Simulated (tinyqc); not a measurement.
From results back to parameters: one-oscillator model of a band gap. Three cases, with inputs chosen for the exercise.

Problem. A gap follows E(T) = E0 - s1 t1/(exp(t1/T) - 1) with the zero-point term ZP = s1 t1/2, which scales as M^(-1/2). The shift of E0 on going from M to M + dM and the limiting slope at high T are given.

Find: sqrt(M/(M + dM)); ZP; t1.

Method. The shift is ZP (1 - sqrt(M/(M + dM))); then t1 = 2 ZP/s1.

Case 1.

Values chosen (out of a larger set: near those of Ge; not measured data): M = 72.56 u (mean atomic mass); dM = 2.65 u (change of the mean mass (not bounded by the natural isotopes)).

shift of E0 = 1.003781 meV
limiting slope s1 = 0.423 meV/K

Solution.

sqrt(M/(M + dM)) = 0.982225
ZP = 56.47 meV
t1 = 267 K

Case 2.

Values chosen (out of a larger set: near those of InAs; not measured data): M = 94.76 u (mean atomic mass); dM = -1.75 u (change of the mean mass (not bounded by the natural isotopes)).

shift of E0 = -0.175060 meV
limiting slope s1 = 0.269 meV/K

Solution.

sqrt(M/(M + dM)) = 1.009364
ZP = 18.70 meV
t1 = 139 K

Case 3.

Values chosen (out of a larger set: near those of Ge; not measured data): M = 72.57 u (mean atomic mass); dM = 2.2 u (change of the mean mass (not bounded by the natural isotopes)).

shift of E0 = 0.806370 meV
limiting slope s1 = 0.390 meV/K

Solution.

sqrt(M/(M + dM)) = 0.985178
ZP = 54.41 meV
t1 = 279 K

Computed by tinyqc, one run a case: `OMP_NUM_THREADS=1 python tinyqc.py N N+1 out.jsonl` with N = 1880322, 1880324, 1880331; one thread of a shared Intel(R) Xeon(R) Processor @ 2.30GHz, about 0.01 s a run at most.
